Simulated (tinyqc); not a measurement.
Six-transistor SRAM cell, nodal equations and margins: one step of the calculation.

Two cross-coupled inverters (pull-down bn, pull-up bp) hold the nodes Q and QB; access transistors (ba, threshold VTn, gate on the word line at Vdd when selected) join them to the bit lines. Transistor (EKV form, voltages against the body): I = 2 n b Vt^2 [F(vp - Vs) - F(vp - Vd)] from drain to source, F(v) = ln^2(1 + exp(v/(2 Vt))), vp = (Vg - VT + sg |Vd - Vs|)/n. n-channel bodies are at 0; for the p-channel device all voltages are counted down from Vdd. b in uA/V^2 gives I in uA. For an access transistor the bit line is the drain and the node the source. In a read both bit lines are at Vdd. The cell is symmetric (no mismatch).

Question. Node voltages in a read by Newton steps. F1 = In(gate QB, drain Q) - Ip(gate QB, drain Q) - Ia(bit line, Q), F2 the same with Q and QB exchanged; J by central differences with +/- 1e-6 V; solve J d = -F, limit each component to +/- 0.15 V and add.

Parameters, values chosen for the exercise:
```
symbol  value    unit                                  meaning
T         300       K                              temperature
Vdd       0.6       V                           supply voltage
n        1.12                                     slope factor
sg       0.09                   drain-induced barrier lowering
VTn       0.3       V                      n-channel threshold
VTp      0.33       V          p-channel threshold (magnitude)
bn        270  uA/V^2  gain factor of the pull-down transistor
ba        110  uA/V^2     gain factor of the access transistor
bp        130  uA/V^2    gain factor of the pull-up transistor
```

Constants: q = 1.602176634e-19 C, kB = 1.380649e-23 J/K, Vt = kB T/q. Results are converted to the units shown.

(Q, QB) after iteration 1 (V): Q 0.05022096, QB 0.59999364

Wanted: F1, F2; J; (Q, QB) after iteration 2.

Answer.

F1, F2 (uA): -0.5106  0.0003

J (uS):
```
        Q    QB
F1  102.3  13.9
F2    0.0  28.1
```

(Q, QB) after iteration 2 (V): Q 0.0552, QB 0.6000

tinyqc, about 0.1 s, one thread, Intel Xeon 2.30GHz (shared host): `OMP_NUM_THREADS=1 python tinyqc.py 2340063 2340064 out.jsonl`
